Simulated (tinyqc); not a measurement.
Van der Pauw, Hall and four-point-probe measurements on a doped layer: correction factor against the shape of the sample.

A uniform n-type layer with sheet resistance Rs = 1/(q ns mu), point contacts, low field (mu B small).

Rs = 1/(q ns mu). For a rectangle with contacts at the corners, RA = (8 Rs/pi) sum_(k>=0) ln coth((2k + 1) pi a/(2 b)) with current along a short side b and voltage along the opposite one, RB the same with a and b exchanged. ar = a/b. F = Rs/[(pi/ln 2)(RA + RB)/2]; small-asymmetry estimate 1 - (ln 2/2) d^2 - ((ln 2)^2/4 - (ln 2)^3/12) d^4 with d = (RB - RA)/(RB + RA).

Inputs (values chosen for the exercise):
- ns = 4.8e15 cm^-2 (sheet density of the layer)
- mu = 46 cm^2/(V s) (drift mobility)

Constants: q = 1.602176634e-19 C. Results are converted to the units shown.

Correction factor against the shape of the sample:
```
ar	RA (ohm)	RB (ohm)	RB/RA	F	estimate of F
1	6.237	6.237	1.000	1.000	1.000
1.34	2.139	13.98	6.536	0.7740	0.7861
1.69	0.7120	23.18	32.55	0.5221	0.6213
2.03	0.2447	32.56	133.1	0.3803	0.5767
2.37	0.08408	42.09	500.6	0.2958	0.5653
2.71	0.02889	51.67	1788	0.2413	0.5623
3.06	0.009622	61.56	6397	0.2026	0.5614
3.4	0.003307	71.16	2.152e4	0.1753	0.5612
```

RB/RA rises from 1.00 to 21500 and F falls from 1.00 to 0.175. The estimate is 19 % above F at a/b = 1.69 and 3.20 times it in the last row. RA shrinks about as exp(-pi a/b): by a factor of 2.91 between the last two rows, against 2.91.

Computed by the program tinyqc: `OMP_NUM_THREADS=1 python tinyqc.py 2850142 2850143 out.jsonl`, one thread of a shared Intel Xeon 2.30GHz, about 0.01 s for the whole run.
